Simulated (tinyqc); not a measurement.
Inside a calculation: valley splitting in a one-orbital chain of atomic planes (second-neighbour model). Values are carried at full precision from step to step, so a last printed digit may differ when a step is redone from the rounded ones.

Each (001) plane carries one orbital with energy e0, hopping v to the next plane and u to the second: E(phi) = e0 + 2 v cos(phi) + 2 u cos(2 phi), where phi = pi - k a/4 (the sign of every second orbital is chosen so that v > 0, which shifts the phase by pi). The minimum lies at cos(phi0) = -v/(4u), phi0 = pi - (pi/2) k0 for a valley at k0 (2 pi/a), and e0 puts it at zero. A slab of N planes has hard walls: the matrix simply ends.

Constants: hbar^2/2m0 = 3.80998211 eV angstrom^2.

Values chosen for the exercise (near those of the Delta valleys of silicon; abrupt walls in this chain split the valleys several times more than measured wells; not measured data):
- a = 5.439 angstrom (lattice constant; planes lie a/4 apart)
- k0 = 0.829 2 pi/a (position of the valley)
- ml = 0.935 m0 (longitudinal mass)
- N = 9 (planes in the small slab)

## Hoppings from the valley position and mass

The curvature at the minimum is d2E/dphi2 = 8 u sin^2(phi0) = (2c/ml)/(a/4)^2 with c = hbar^2/2m0; v = -4 u cos(phi0); e0 = 2u + v^2/(4u).

phi0 = 1.83940 rad
u = 0.59272 eV
v = 0.62921 eV
e0 = 1.35243 eV

## The bulk band

E at phi = j pi/10.

Band:
```
phi/pi  E (eV)
0.0     3.7963
0.1     3.5083
0.2     2.7368
0.3     1.7258
0.4     0.7823
0.5     0.1670
0.6     0.0045
0.7     0.2464
0.8     0.7007
0.9     1.1147
1.0     1.2795
```

## Hamiltonian of the slab

e0 on the diagonal, v and u on the first and second off-diagonals.

H (eV):
```
[[1.3524, 0.6292, 0.5927, 0, 0, 0, 0, 0, 0],
 [0.6292, 1.3524, 0.6292, 0.5927, 0, 0, 0, 0, 0],
 [0.5927, 0.6292, 1.3524, 0.6292, 0.5927, 0, 0, 0, 0],
 [0, 0.5927, 0.6292, 1.3524, 0.6292, 0.5927, 0, 0, 0],
 [0, 0, 0.5927, 0.6292, 1.3524, 0.6292, 0.5927, 0, 0],
 [0, 0, 0, 0.5927, 0.6292, 1.3524, 0.6292, 0.5927, 0],
 [0, 0, 0, 0, 0.5927, 0.6292, 1.3524, 0.6292, 0.5927],
 [0, 0, 0, 0, 0, 0.5927, 0.6292, 1.3524, 0.6292],
 [0, 0, 0, 0, 0, 0, 0.5927, 0.6292, 1.3524]]
```

## Levels and the valley doublet

Diagonalise H. The two lowest levels are the doublet made from the valleys at +k0 and -k0; give their splitting, the weights of the lowest state, and its parity under reversal of the planes.

levels (eV): [0.1459, 0.2105, 0.5363, 0.7202, 1.1093, 1.1410, 1.9300, 2.8416, 3.5370]

splitting = 64.54 meV

weights on the planes: [0.073, 0.067, 0.076, 0.284, 0.000, 0.284, 0.076, 0.067, 0.073]

parity of the lowest state: odd

The mean of the doublet lies 0.1782 eV above the bulk minimum, and level 3 lies 0.3581 eV above that mean; the weights oscillate from plane to plane because the two valleys interfere.

## Checks

- Mean of the doublet for 400 planes against the effective-mass level with W = 402 a/4 (meV): both 0.1346.

Program tinyqc; command `OMP_NUM_THREADS=1 python tinyqc.py 1481562 1481563 out.jsonl`; about 0.02 s on one thread of a shared Intel(R) Xeon(R) Processor @ 2.30GHz.
